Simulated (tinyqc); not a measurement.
From results back to parameters: Tamm state at the end of a one-band chain. Two cases, with inputs chosen for the exercise.

Problem. The end state of a chain with hopping -t and end-site shift D has E = D + t^2/D and weight 1 - (t/D)^2 on the end site. The values below come from hidden t and D.

Find: D, t.

Method. With (t/D)^2 = 1 - w, E = D (2 - w), which gives D, and t = |D| sqrt(1 - w).

Case 1.

E = 5.752137 eV
weight = 0.770911

Solution.

D, t (eV): 4.680  2.240

Case 2.

E = -4.362827 eV
weight = 0.857899

Solution.

D, t (eV): -3.820  1.440

Computed by tinyqc, one run a case: `OMP_NUM_THREADS=1 python tinyqc.py N N+1 out.jsonl` with N = 1450467, 1450582; one thread of a shared Intel(R) Xeon(R) Processor @ 2.30GHz, about 0.01 s a run at most.
